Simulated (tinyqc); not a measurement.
Single-oscillator infrared dielectric function of a polar cubic crystal: one step, computed by the program tinyqc.

One ion pair, charges +Z* and -Z*, in a cell of volume Omega = a^3/4. Frequencies omega are given as wavenumbers (1/cm); eps_s is the static dielectric constant.

Question. Optical constants at the probe frequency. eps(omega) = eps_inf + W^2/(omega_TO^2 - omega^2 - i gamma omega); n + i k = sqrt(eps) with k >= 0; R = |(n + i k - 1)/(n + i k + 1)|^2 at normal incidence from vacuum. omega is the probe ratio times omega_TO. Intensity decays over 1/(4 pi omega k); the loss function is Im(-1/eps).

Inputs (values chosen for the exercise, modelled on gallium arsenide):

| quantity | value | unit |
|---|---|---|
| omega_TO | 269 | 1/cm |
| eps_inf | 10.6 | - |
| phonon damping gamma | 2.5 | 1/cm |
| probe frequency / omega_TO | 1.56 | - |

Structure: zinc blende. Free carriers: absent.

W = 368.2349 1/cm

Give: omega; Re eps; Im eps; n; k; reflectivity R; penetration depth of the intensity; loss function.

Answer.

omega = 419.64 1/cm

Re eps = 9.293

Im eps = 0.01322

n = 3.048

k = 0.002168

reflectivity R = 0.2560

penetration depth of the intensity = 874.7 micrometre

loss function = 1.531e-04

Re eps is positive and k is small against n: the wave propagates.
